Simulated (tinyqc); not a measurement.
Changing the ripple wavelength over the critical one: strain-driven roughening and islands of a mismatched epitaxial film. Computed by tinyqc, a small Python program. Command: `OMP_NUM_THREADS=1 python tinyqc.py 3005869 3005870 out.jsonl island sweep`. One thread of a shared host (Intel(R) Xeon(R) Processor @ 2.30GHz), about 0.01 s of CPU time with the checks.

Film and substrate share isotropic elastic constants; the film is coherent and biaxially strained.

Inputs (values chosen for the exercise, modelled on InAs on InP):

| quantity | value | unit |
|---|---|---|
| misfit \|f\| | 0.0335 | - |
| shear modulus G | 30.6 | GPa |
| Poisson ratio nu | 0.31 | - |
| surface energy gamma | 0.667 | J/m^2 |
| surface mobility D_s nu_s Omega^2/(k_B T) | 8.2e-32 | m^6/(J s) |
| initial ripple amplitude A0 | 0.26 | nm |

Transport: surface diffusion.

Method. M = 2 G (1 + nu)/(1 - nu); stress = M f; energy density w = M f^2. A ripple A cos(k x) has the surface chemical potential per volume [gamma k^2 - 2 (1 + nu) w k] A cos(k x), so k_c = 2 (1 + nu) w/gamma. With surface diffusion the amplitude grows at the rate q = B k^2 [2 (1 + nu) w k - gamma k^2], fastest at k_m = (3/4) k_c. B is the surface mobility. Stress at the trough = stress x (1 + 2 k A).

One run for each value:

| ripple wavelength over the critical one | q over the largest rate | k (1/nm) | stress concentration at A0 |
|---|---|---|---|
| 0.8 | -4.6296e+00 | 0.64025 | 1.3329 |
| 1.0 | -8.6313e-11 | 0.51220 | 1.2663 |
| 1.3 | 9.9592e-01 | 0.39400 | 1.2049 |
| 1.7 | 7.9465e-01 | 0.30129 | 1.1567 |
| 2.2 | 4.8570e-01 | 0.23282 | 1.1211 |
| 2.9 | 2.5471e-01 | 0.17662 | 1.0918 |
| 3.7 | 1.3659e-01 | 0.13843 | 1.0720 |
| 4.8 | 6.7873e-02 | 0.10671 | 1.0555 |
| 6.2 | 3.3367e-02 | 0.08261 | 1.0430 |
| 8.0 | 1.6204e-02 | 0.06402 | 1.0333 |

Describe and explain the trends.

Over the rows, q over the largest rate goes from -4.63 through a maximum among these rows, 0.996 at 1.30, to 0.0162; k (1/nm) falls from 0.640 to 0.0640 (exponent d ln y / d ln x about -1.0 throughout); stress concentration at A0 falls from 1.33 to 1.03 (exponent d ln y / d ln x -0.23 between the first rows and -0.037 between the last). The rate is negative below the critical wavelength, where surface energy wins, and falls again at long wavelength, as k^3, since atoms must diffuse farther.

Extremes, crossings and ranges named in words are read from the listed rows.
